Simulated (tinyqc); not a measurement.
Velocity overshoot from momentum and energy balance equations after a field step: one step, computed by the program tinyqc. Command: `OMP_NUM_THREADS=1 python tinyqc.py 3031032 3031033 out.jsonl overshoot walk`. One thread of a shared host (Intel(R) Xeon(R) Processor @ 2.30GHz), about 0.01 s of CPU time with the checks.

At t = 0 the field jumps from 0 to F in a uniform sample. v is the drift velocity and u = w - (3/2) k_B T the excess energy per carrier.

Task: First four steps. dv/dt = e F/m - v/tau_m(u), du/dt = e F v - u/tau_E, tau_m(u) = tau_0/(1 + c u), tau_0 = m mu_0/e, c = mu_0/(e tau_E v_s^2); this choice gives the steady state v (1 + mu_0 F v/v_s^2) = mu_0 F, which saturates at v_s. Step: v_new = v + dt (e F/m - v/tau_m(u)), u_new = u + dt (e F v - u/tau_E). Start v = u = 0; the distance adds dt (v + v_new)/2.

Inputs (values chosen for the exercise, modelled on electrons in strained silicon except for tau_E): energy relaxation time tau_E = 0.49 ps; field after the step F = 11 kV/cm; lattice temperature T = 300 K; time step dt = 16 fs.

Scheme: explicit Euler.

c = 45.53888 1/eV

tau_0 = 291.6728 fs

acceleration e F/m = 0.01018264 1e7 cm/s per fs

Give: Steps.

Result:

Steps:
```
step  t (fs)  v (1e7 cm/s)     u (eV)  tau_m (fs)
1         16       0.16292  0.0000000      291.67
2         32       0.31691  0.0002867      287.91
3         48       0.46222  0.0008351      280.99
4         64       0.59882  0.0016214      271.62
```

After the first step u is still 0, below the drift energy m v^2/2, because the explicit scheme uses the old v: an error of the finite time step.
